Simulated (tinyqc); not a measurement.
Changing the total dopant density N: dopants and charged point defects at anneal temperature: Fermi-level effect, clustering and pairing. Computed by tinyqc, a small Python program. Command: `OMP_NUM_THREADS=1 python tinyqc.py 3018449 3018450 out.jsonl pairing sweep`. One thread of a shared host (Intel(R) Xeon(R) Processor @ 2.30GHz), about 0.02 s of CPU time with the checks.

Boltzmann statistics and full ionisation of active dopants. Energies are counted from the valence band; the defect (a vacancy or self-interstitial) has five charge states, with all degeneracy factors one.

Inputs (values chosen for the exercise, with bands modelled on silicon):
```
quantity,value,unit
gap at 0 K E_g0,1.19,eV
Varshni alpha,0.000491,eV/K
Varshni beta,642,K
electron mass m_e,0.315,m_0
valleys M_c,6,-
hole mass m_h,0.794,m_0
anneal temperature T,810,K
formation enthalpy of the neutral defect H_f,2.09,eV
formation entropy S_f,4.9,k_B
site density N_s,3.4e+22,cm^-3
intrinsic dopant diffusivity D_i,3.9e-15,cm^2/s
anneal time t,700,s
```

Dopant: donor. Second part: pairing with a mobile impurity.

defect levels as fractions of E_g(T): (2+/+), (+/0), (0/-), (-/2-): [0.16, 0.28, 0.41, 0.6]

Constants: m_0 = 9.1093837015e-31 kg; k_B = 1.380649e-23 J/K; h = 6.62607015e-34 J s; k_B = 8.617333262e-05 eV/K.

Method:
- E_g = E_g0 - alpha T^2/(T + beta).
- N_c = 2 M_c (2 pi m_e k_B T/h^2)^(3/2) and N_v = 2 (2 pi m_h k_B T/h^2)^(3/2), masses in units of m_0.
- n_i = sqrt(N_c N_v) exp(-E_g/2 k_B T); E_i = E_g/2 + (k_B T/2) ln(N_v/N_c).
- No clustering: A = N.
- n = A/2 + sqrt(A^2/4 + n_i^2) for an active density A.
- chi = n/n_i (for acceptors n_i/p); E_F = E_i + k_B T ln chi; field enhancement h = 1 + A/sqrt(A^2 + 4 n_i^2).
- C_0 = N_s exp(S_f/k_B) exp(-H_f/k_B T). Ratios to the neutral state at E_F = E_i: r_+ = exp((E(+/0) - E_i)/k_B T), r_2+ = r_+ exp((E(2+/+) - E_i)/k_B T), r_- = exp((E_i - E(0/-))/k_B T), r_2- = r_- exp((E_i - E(-/2-))/k_B T); at other E_F state q scales as chi^(-q). The enhancement is sum r_q chi^(-q)/sum r_q. The charge on the defects is left out of neutrality.
- If every charge state of the defect carries the dopant equally well, D = D_i x enhancement x h x (active share A/N, a rough stand-in that overstates the dA/dN which immobile clusters call for), D_i being an input held fixed when T or H_f is moved; diffusion length 2 sqrt(D t).

One run for each value:
```
total dopant density N (cm^-3),active density A (cm^-3),enhancement over intrinsic,D/D_i,E_F (eV),mean charge (e)
1.00e+17,1.00e+17,1.647e+00,2.421e+00,0.506,-1.073
3.00e+17,3.00e+17,4.008e+00,7.406e+00,0.557,-1.334
9.00e+17,9.00e+17,1.854e+01,3.668e+01,0.628,-1.644
3.00e+18,3.00e+18,1.531e+02,3.058e+02,0.712,-1.864
8.00e+18,8.00e+18,9.952e+02,1.990e+03,0.780,-1.945
2.00e+19,2.00e+19,6.015e+03,1.203e+04,0.844,-1.977
7.00e+19,7.00e+19,7.249e+04,1.450e+05,0.932,-1.993
2.00e+20,2.00e+20,5.893e+05,1.179e+06,1.005,-1.998
7.00e+20,7.00e+20,7.207e+06,1.441e+07,1.092,-1.999
```

Over the rows, active density A (cm^-3) rises from 1.00e17 to 7.00e20 (exponent d ln y / d ln x about 1.0 throughout); enhancement over intrinsic rises from 1.65 to 7.21e6 (exponent d ln y / d ln x 0.81 between the first rows and 2.0 between the last); D/D_i rises from 2.42 to 1.44e7 (exponent d ln y / d ln x 1.0 between the first rows and 2.0 between the last). The exponent of active density A stays at 1: no clustering.  Left out: 2.00e21 (the charge on the defects is no longer small against the carriers).

Caution (rows 3.00e18, 8.00e18, 2.00e19, 7.00e19, 2.00e20, 7.00e20): so large an enhancement assumes that highly charged defects carry the dopant as well as neutral ones; measured enhancements are far smaller. Caution (rows 2.00e20, 7.00e20): the carrier density exceeds the effective density of states, where Boltzmann statistics understate the shift of E_F and so the density of charged defects (gap narrowing, also left out, works the other way).
